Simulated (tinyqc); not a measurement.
Inside a calculation. Model: hot electrons in a saturated n-channel MOSFET, lucky-electron model.

Program tinyqc, `OMP_NUM_THREADS=1 python tinyqc.py 2550087 2550088 out.jsonl`; Intel Xeon 2.30GHz, shared host, one thread, about 0.01 s. Printed values are rounded.

Beyond pinch-off the lateral field grows as Esat cosh(y/l) over the velocity-saturated region (pseudo-two-dimensional model). Impact ionisation in this region gives the substrate current, which biases the body forward through Rsub. Currents are per width. Local-field laws: they overstate ionisation when the field peak is narrower than an energy relaxation length.

Parameters, values chosen for the exercise; values close to those of silicon n-channel devices: channel length L = 0.8 um; oxide thickness tox = 19 nm; junction depth xj = 290 nm; threshold VT = 0.76 V; effective mobility mu = 410 cm^2/(V s); saturation velocity vs = 8.5e6 cm/s; ionisation prefactor Ai = 2e6 1/cm; ionisation field Bi = 1.86 MV/cm; resistance of the lightly doped drain Rd = 0 ohm um; substrate resistance Rsub = 25000 ohm um; fall of VT per volt of forward body bias kb = 0.42; hot-electron mean free path lm = 9.5 nm; oxide barrier pb = 3.2 V; prefactor of the gate current Cg = 0.002; lifetime exponent m = 3; lifetime constant Hl = 520 s uA/um; drain voltage Vd = 3.4 V; gate voltage Vg = 2.6 V.

Constants: eps0 = 8.8541878128e-14 F/cm where lengths are in cm. Results are converted to the units shown.

## Length and field scales

Cox = 3.9 eps0/tox, l = sqrt(3 tox xj), Esat = 2 vs/mu.

Cox = 0.181744 uF/cm^2
l = 128.569 nm
Esat = 0.0414634 MV/cm
Esat L = 3.31707 V

## Iteration 1: body bias from the substrate current

Vb at the start = 0 V

Cox = 3.9 eps0/tox. Overdrive g = Vg - VT + kb Vb; Vdsat = g Esat L/(g + Esat L); Id = Cox vs (g - Vdsat); dV = Vd - Id Rd - Vdsat; Em = sqrt((dV/l)^2 + Esat^2); Isub = Id (Ai/Bi) l Em exp(-Bi/Em). Vb(new) = Rsub Isub.

Vdsat = 1.18350 V
Id = 101.417 uA/um
dV = 2.21650 V
Em = 0.177313 MV/cm
Isub = 0.00691515 uA/um
Vb after iteration 1 = 1.72879e-4 V

## Iteration 2: body bias from the substrate current

As before.

Vdsat = 1.18353 V
Id = 101.424 uA/um
dV = 2.21647 V
Em = 0.177311 MV/cm
Isub = 0.00691458 uA/um
Vb after iteration 2 = 1.72865e-4 V

## Course of the iteration: body bias from the substrate current

Stop when Vb changes by less than 1e-9 V, or after 60 iterations.

Course of the iteration:
```
iteration,Vb (V),|change| (V)
1,1.72879e-4,1.73e-4
2,1.72865e-4,1.42e-8
3,1.72865e-4,1.17e-12
```

Converged in 3 iterations. The change falls from 1.7e-4 in the first iteration to below the tolerance in the last.

## Gate current, lifetime and channel shortening

Id = 101.424 uA/um
dV = 2.21647 V
Em = 0.177311 MV/cm
Isub = 0.00691458 uA/um

Ig = Cg Id exp(-pb/(lm Em)); lifetime tau = (Hl/Id)(Isub/Id)^(-m); length of the saturated region dL = l ln[(dV/l + Em)/Esat]. 1 year = 3.15576e7 s.

Isub/Id = 6.81753e-5
Ig = 0.00113967 pA/um
tau = 5.12720e5 years
dL = 274.145 nm

The lifetime exceeds ten years. Integrating Ai exp(-Bi/E) over the cosh profile gives Isub/Id = 6.48e-5, so the closed form is 5.2 % above it.
